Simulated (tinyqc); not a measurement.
Free-carrier absorption and index change in the near infrared: free-carrier optics of a doped semiconductor (Drude model with one polar phonon).

eps(E) = ei [1 - Ep^2/(E^2 + i E Gam)] + (es - ei) wT^2/(wT^2 - E^2 - i E gT), with Ep^2 = 8 pi c (e^2/(4 pi eps0)) N/(m ei), c = hbar^2/2m0, N in 1/angstrom^3 (1e-24 per 1/cm^3); Gam = hbar/tau, tau = mu m m0/e with m0/e = 5.685630e-12 kg/C and mu in m^2/(V s). Energies in meV.

n + i k = sqrt(eps1 + i eps2) with k >= 0; R = ((n - 1)^2 + k^2)/((n + 1)^2 + k^2) at normal incidence from vacuum; alpha = 2 E k/(hbar c), times 1e8 for 1/cm; loss function Im(-1/eps) = eps2/(eps1^2 + eps2^2).

Constants: hbar^2/2m0 = 3.80998211 eV angstrom^2; e^2/(4 pi eps0) = 14.39964547 eV angstrom; hbar = 6.58211957e-16 eV s; hbar c = 1973.269805 eV angstrom.

Parameters, chosen for this exercise (mass and dielectric values near those of GaAs; N and mu are free inputs; interband absorption and the rise of the mass with filling are left out; not measured data): N = 3.8e+17 1/cm^3 (carrier density); m = 0.0739 m0 (conductivity mass); mu = 1500 cm^2/(V s) (mobility); ei = 11.16 (high-frequency dielectric constant).

At the wavelengths listed E = hc/lambda (hc = 1239.841984 eV nm). Approximate forms: alpha = ei Ep^2 Gam/(E^2 sqrt(ei) hbar c) and dn = -sqrt(ei) Ep^2/(2 E^2). The phonon term is left out here.

Free carriers:

| lambda (micrometre) | E (meV) | alpha (1/cm) | alpha, approximate | dn | dn, approximate |
|---|---|---|---|---|---|
| 1.31 | 946.4 | 1.25 | 1.25 | -0.00118 | -0.00118 |
| 1.55 | 799.9 | 1.76 | 1.76 | -0.00166 | -0.00166 |
| 2.00 | 619.9 | 2.92 | 2.92 | -0.00276 | -0.00276 |
| 3.00 | 413.3 | 6.58 | 6.58 | -0.00621 | -0.00621 |
| 5.00 | 248.0 | 18.3 | 18.3 | -0.0173 | -0.0173 |
| 8.00 | 155.0 | 47.2 | 46.8 | -0.0443 | -0.0442 |
| 10.60 | 117.0 | 83.4 | 82.1 | -0.0779 | -0.0776 |

What does the comparison show, and why?

At 1.55 micrometre alpha = 1.76 1/cm and dn = -0.00166; a phase shift of pi needs a length lambda/(2 |dn|) = 467 micrometre, over which the loss is 0.36 dB. The approximate alpha is within 5 % up to 10.6 micrometre of the wavelengths listed; it needs photon energies well above both Ep and Gam, which lie at 49.2 and 118.7 micrometre. Interband and intervalley absorption are left out.

Computed by tinyqc, a small Python program: `OMP_NUM_THREADS=1 python tinyqc.py 1652362 1652363 out.jsonl` (the numbers bound the seed that draws the inputs); one thread of a shared host (Intel(R) Xeon(R) Processor @ 2.30GHz), about 0.01 s for the whole set of steps.
